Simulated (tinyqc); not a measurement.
## Threshold-voltage variability of a planar MOSFET, analytic estimates: a gate of 6 grains

Three independent sources add in quadrature: random dopants in the depleted layer, metal-gate grains of two orientations, and roughness of the two gate edges acting through the roll-off VT = VT(long) - Vr exp(-L/l). These are first-order estimates: no three-dimensional electrostatics, no percolation.

Each of 6 equal grains has the higher work function with probability p; the threshold shift is dW (j/6 - p) for j such grains, and the off current changes by exp(-shift/(n Vt)).

Parameters, values chosen for the exercise; material values close to those of silicon:
```
symbol  value  unit                                                 meaning
T         300     K                                             temperature
dW       0.15    eV  work-function difference of the two grain orientations
p         0.6              share of the orientation of higher work function
n        1.19                                           subthreshold factor
```

Constants: q = 1.602176634e-19 C, kB = 1.380649e-23 J/K, Vt = kB T/q. Results are converted to the units shown.

Distribution:
```
j  probability  shift (mV)  Ioff factor  probability x factor
0    0.0040960     -90.000       18.644              0.076365
1     0.036864     -65.000       8.2719               0.30494
2      0.13824     -40.000       3.6701               0.50736
3      0.27648     -15.000       1.6284               0.45021
4      0.31104      10.000      0.72249               0.22472
5      0.18662      35.000      0.32056              0.059823
6     0.046656      60.000      0.14223             0.0066357
```

What does the comparison show?

The standard deviation is dW sqrt(p (1 - p)/6) = 30.0 mV. The mean off current is 1.63 times the nominal one; the log-normal formula exp(s^2/(2 (n Vt)^2)) gives 1.61. Devices with j = 2, 14 % of all, carry 31 % of the mean leakage.

Numbers from tinyqc (`OMP_NUM_THREADS=1 python tinyqc.py 2090115 2090116 out.jsonl`; about 0.01 s on one thread of a shared Intel Xeon 2.30GHz).
